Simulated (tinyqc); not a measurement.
# Changing the width sigma_m of the model charge

Model: correction of a charged-defect supercell by a model charge and potential alignment (plane-averaged potentials). Computed by tinyqc, a small Python program. Command: `OMP_NUM_THREADS=1 python tinyqc.py 3112825 3112826 out.jsonl align sweep`. One thread of a shared host (Intel(R) Xeon(R) Processor @ 2.30GHz), about 0.02 s of CPU time with the checks.

The "true" defect charge is (1 - x) q in a Gaussian of width sigma plus x q in one of width sigma_t, so the exact answer is known; the correction sees only a single model Gaussian of width sigma_m. A Gaussian of width s has the transform rho(G) = exp(-G^2 s^2/2), normalised to 1. A uniform background cancels q, so G = 0 is left out. Potentials are those felt by a unit positive charge. E_0 is the formation energy of the isolated defect, E_cell its value in the supercell, E_lat = E_iso - E_per of the model charge, C the true less the model potential far from the defect; the exact correction is E_0 - E_cell, and the error of a scheme is E_cell plus its correction less E_0.

Inputs (values chosen for the exercise, with screening close to that of Al2O3): defect charge q = 3 e; dielectric constant eps = 8.92; edge of the cubic cell L = 14.4 angstrom; width sigma of the true defect charge = 1.1 angstrom; share x of the charge in a wide tail = 0; width sigma_t of the tail = 2.1 angstrom; formation energy of the isolated defect E_0 = 5.47 eV.

Constants: e^2/(4 pi eps_0) = 14.39964548 eV angstrom.

Method:
- Periodic energy E_per = (2 pi q^2/(eps L^3)) (e^2/(4 pi eps_0)) sum_(G != 0) rho(G)^2/G^2, G = (2 pi/L)(n1, n2, n3), |n_i| <= 16. Isolated energy: two Gaussians of charges q_a, q_b and widths a, b interact by q_a q_b (e^2/(4 pi eps_0 eps)) sqrt(2/pi)/sqrt(a^2 + b^2), and the self-energy is half the sum over pairs.
- Supercell value E_cell = E_0 + E_per - E_iso for the true charge.
- E_lat = E_iso - E_per for the model charge; point-charge value alpha q^2 e^2/(4 pi eps_0 eps 2 L) with alpha = 2.837297.
- Plane-averaged potential at distance z from the defect: V(z) = (4 pi q/(eps L^3)) (e^2/(4 pi eps_0 e)) sum_(m != 0) rho(G_m) cos(G_m z)/G_m^2, G_m = 2 pi m/L, |m| <= 40.
- C = difference at z = L/2; E_corr = E_cell + E_lat - q C. For charges that have died out at L/2, C = (2 pi q/(eps L^3)) (e^2/(4 pi eps_0 e)) (<s^2> - sigma_m^2), <s^2> = (1 - x) sigma^2 + x sigma_t^2.

One run for each value; columns: (1) width sigma_m of the model charge (angstrom); (2) E_lat (eV); (3) alignment C (V); (4) error without alignment (meV); (5) error with alignment (rounded to 1e-4 meV) (meV):
```
(1)     (2)        (3)     (4)        (5)
0.72  1.415   0.007048   21.14          0
0.82  1.411   0.005478   16.44          0
0.92  1.405   0.003705   11.12          0
1.00  1.401   0.002140    6.42          0
1.10  1.394   0.000000    0.00          0
1.20  1.387  -0.002344   -7.03          0
1.30  1.380  -0.004891  -14.67          0
1.40  1.371  -0.007643  -22.93  -1.00e-04
```

Over the rows, E_lat (eV) falls from 1.42 to 1.37 (exponent d ln y / d ln x -0.026 between the first rows and -0.081 between the last); alignment C (V) falls from 0.00705 to -0.00764; error without alignment (meV) falls from 21.1 to -22.9. E_lat and q C each change with the model width, by 44 and 44 meV over the rows, while the aligned error changes by 0.0 meV.
